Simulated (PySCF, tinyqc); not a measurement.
G0W0 on RHF in the sto-6g basis, for H3-, spin multiplicity 1, step by step. The basis has no diffuse functions, so it cannot describe the extra electron: this is an exercise in the method, not the real anion. The lowest restricted solution is unstable here: a spin-polarised one lies 0.1472 hartree lower (PySCF). One step of it, computed by the program tinyqc.

Problem. G0W0 on Hartree-Fock: HOMO. W(p,q,m) = sqrt2 sum_ia (pq|ia) (X+Y)_ia,m; Sigma_c(x) = sum_(i,m) W^2/(x - e_i + w_m) + sum_(a,m) W^2/(x - e_a - w_m); solve x = e_p + Sigma_c(x) by Newton steps; Z = 1/(1 - dSigma/dx); 1 hartree = 27.211386 eV.

orbital energies (hartree): MO1 -0.213502, MO2 0.702682, MO3 1.033732

Two-electron integrals over orbitals (pq|rs), unique and non-zero (hartree):
```
(11|11) 0.635470    (21|11) -0.022858   (21|21) 0.123600    (22|11) 0.591359
(22|21) 0.102774    (22|22) 0.724201    (31|31) 0.159973    (32|31) -0.078286
(32|32) 0.053907    (33|11) 0.627904    (33|21) -0.079342   (33|22) 0.532196
(33|33) 0.687714
```

excitation energies w (hartree): 0.403112  1.540184

X + Y:
```
            1          2
1>3  0.160850   0.896116
2>3  0.902423  -0.042396
```

Give: The 12 largest terms at x = e_p; Newton steps; quasiparticle energy of the HOMO; Hartree-Fock value.

Solution.

The 12 largest terms at x = e_p (hartree; W for the signs of X + Y given):

| q | m | W | term |
|---|---|---|---|
| 3 | 2 | -0.102 | -0.006 |
| 3 | 1 | 0.051 | -3.54e-03 |

Newton steps (hartree):

| step | x | Sigma_c(x) | Z |
|---|---|---|---|
| 0 | 0.703 | -0.009 | 0.992 |
| 1 | 0.694 | -0.009 | 0.992 |
| 2 | 0.694 | -0.009 | 0.992 |

quasiparticle energy of the HOMO = 18.874 eV

Hartree-Fock value = 19.121 eV
